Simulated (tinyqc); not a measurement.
# Metal-interlayer-semiconductor contact, depinning against tunnelling resistance: what changes with what

Zero bias, n-type semiconductor. Gap states at the semiconductor surface thin out as exp(-be ti), which unpins the barrier; electrons must then cross the interlayer (a rectangular barrier, no voltage drop across it) and the parabolic depleted layer, both by WKB. Energies E are counted from the Fermi level; no image force, parabolic bands.

Inputs (values chosen for the exercise); semiconductor values close to those of silicon; interlayer mass of the order of that in aluminium oxide, offset chosen freely:
- T = 300 K (temperature)
- Eg = 1.13 eV (band gap)
- eps_r = 12 (relative permittivity)
- chi = 4.06 eV (electron affinity)
- Nc = 2.8e19 cm^-3 (conduction-band density of states at T)
- mt = 0.184 m0 (tunnelling mass in the semiconductor)
- mA = 2.12 m0 (Richardson mass)
- Nd = 1.9e18 cm^-3 (donor density)
- E0 = 0.37 eV (charge-neutrality level above the valence band)
- S0 = 0.27 (pinning factor without interlayer)
- phiM = 4.29 eV (metal work function)
- ti = 0.6 nm (interlayer thickness)
- dE = 2.48 eV (conduction-band offset of the interlayer above the semiconductor)
- mi = 0.34 m0 (tunnelling mass in the interlayer)
- be = 2.7 1/nm (decay constant of gap states through the interlayer)

Constants: q = 1.602176634e-19 C, kB = 1.380649e-23 J/K, eps0 = 8.8541878128e-12 F/m, hbar = 1.054571817e-34 J s, h = 6.62607015e-34 J s, m0 = 9.1093837015e-31 kg, Vt = kB T/q, hbar^2/(2 m0) = 0.0380998212 eV nm^2. Results are converted to the units shown.

Each table varies one quantity; the others keep the values above.

## Contact resistivity against the interlayer thickness

S = 1/(1 + (1/S0 - 1) exp(-be ti)); phiB = S (phiM - chi) + (1 - S)(Eg - E0); xi = Ec - EF deep inside, from Nd = Nc F(-xi/Vt), F(x) = (2/sqrt(pi)) int_0^infinity sqrt(u) du/(1 + exp(u - x)); band bending U = phiB - xi; E00 = (hbar/2) sqrt(Nd/(eps0 eps_r mt m0)) in volts; A = 4 pi q mA m0 kB^2/h^3. With U = phiB - xi: for xi < E < phiB, y = (E - xi)/U and G1 = (U/E00) [sqrt(1 - y) - y ln((1 + sqrt(1 - y))/sqrt(y))], G1 = 0 above phiB; G2 = 2 ti sqrt(mi max(phiB + dE - E, 0)/C), C = hbar^2/(2 m0); f = 1/(1 + exp(E/Vt)); 1/rho_c = (A T^2/Vt^2) times the integral of exp(-G1 - G2) f over E from xi upwards. Shares under 0.001 % are printed as 0; rows without band bending are left out.

The same in every row: E00/Vt = 0.666.

Contact resistivity against the interlayer thickness:
```
ti (nm)      S  phiB (eV)  rho_c (ohm cm^2)  rho_c with G2 = 0 (ohm cm^2)  peak of the integrand (eV)  share above phiB (%)
0        0.270      0.617             0.225                         0.225                       0.431                 0.863
0.2      0.388      0.554             0.201                        0.0287                       0.392                  1.34
0.4      0.521      0.484             0.137                       0.00287                       0.347                  2.16
0.6      0.651      0.415            0.0989                       3.07e-4                       0.303                  3.45
0.8      0.762      0.356            0.0995                       4.65e-5                       0.264                  5.18
1        0.846      0.311             0.160                       1.13e-5                       0.235                  7.15
1.2      0.904      0.281             0.400                       4.29e-6                       0.215                  9.06
1.4      0.942      0.261              1.42                       2.30e-6                       0.202                  10.7
1.6      0.965      0.248              6.40                       1.57e-6                       0.195                  12.0
```

Read the table: what changes, and by how much?

As ti goes from 0 to 1.6, phiB falls from 0.617 to 0.248 eV and rho_c goes from 0.225 through a minimum of 0.0989 (at ti = 0.6 among the rows listed) to 6.40 ohm cm^2. At ti = 0.6 nm rho_c is 2.27 times lower than without interlayer: up to there the falling barrier gains more than tunnelling through the layer costs, beyond it the layer dominates. The ratio of rho_c to its value with G2 = 0 runs from 1.00 to 4.08e6.

## Contact resistivity against the donor density

Same model as above.

The same in every row: S = 0.651; phiB (eV) = 0.415.

Result of one run:
```
Nd (cm^-3)  E00/Vt  rho_c (ohm cm^2)  rho_c with G2 = 0 (ohm cm^2)  peak of the integrand (eV)  share above phiB (%)
9.3e17       0.466             0.277                       9.09e-4                       0.356                  9.64
```

What becomes of these results when the donor density Nd is changed from 9.3e17 to 5.3e19 cm^-3, all else the same?

Result of the changed run:
```
Nd (cm^-3)  E00/Vt  rho_c (ohm cm^2)  rho_c with G2 = 0 (ohm cm^2)  peak of the integrand (eV)  share above phiB (%)
5.3e19        3.52           1.38e-5                       3.20e-8                     0.00643                     0
```

The whole series:
```
Nd (cm^-3)  E00/Vt  rho_c (ohm cm^2)  rho_c with G2 = 0 (ohm cm^2)  peak of the integrand (eV)  share above phiB (%)
9.3e17       0.466             0.277                       9.09e-4                       0.356                  9.64
2.1e18       0.700            0.0827                       2.54e-4                       0.293                  2.88
4.7e18        1.05            0.0134                       3.77e-5                       0.196                 0.468
1.1e19        1.60           0.00112                       2.87e-6                      0.0904                0.0391
2.4e19        2.37           1.09e-4                       2.65e-7                      0.0365               0.00381
5.3e19        3.52           1.38e-5                       3.20e-8                     0.00643                     0
1.2e20        5.29           2.42e-6                       5.42e-9                     -0.0158                     0
2.7e20        7.94           6.21e-7                       1.34e-9                     -0.0337                     0
6e20          11.8           2.18e-7                      4.49e-10                     -0.0490                     0
```

As Nd goes from 9.3e17 to 6e20, phiB stays at 0.415 eV and rho_c falls from 0.277 to 2.18e-7 ohm cm^2. rho_c goes as Nd^(-1.48) between the first two rows and Nd^(-1.31) between the last two, while E00/Vt goes from 0.466 to 11.8 and the share above the barrier from 9.64 to 0 %. The ratio of rho_c to its value with G2 = 0 runs from 305 to 486.

Numbers from tinyqc (`OMP_NUM_THREADS=1 python tinyqc.py 2270172 2270173 out.jsonl`; about 0.04 s on one thread of a shared Intel Xeon 2.30GHz).
